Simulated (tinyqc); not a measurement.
## Density and mobility of a removed layer (differential Hall)

Problem. For layers in parallel the sheet conductance g = 1/Rs and the product g mu_H (mu_H signed, unit Hall factors) are additive. Find the sheet density and mobility of the layer that was removed, and its share of the conductance.

Constants: q = 1.602176634e-19 C. Results are converted to the units shown.

Rs before and after removing the top layer (ohm/square): [54.865586, 58.771272]
apparent mobility before and after, signed (cm^2/(V s)): [170.82911, 180]

Solution. The differences give g1 = q n mu and g1 mu = q n mu^2; their ratio is mu and g1^2/(q g1 mu) is n.

sheet density = 1.80e14 cm^-2
mobility = 42.0 cm^2/(V s)
share of the conductance = 6.65 %

Computed by the program tinyqc: `OMP_NUM_THREADS=1 python tinyqc.py 2850187 2850188 out.jsonl`, one thread of a shared Intel Xeon 2.30GHz, about 0.01 s for the whole run.
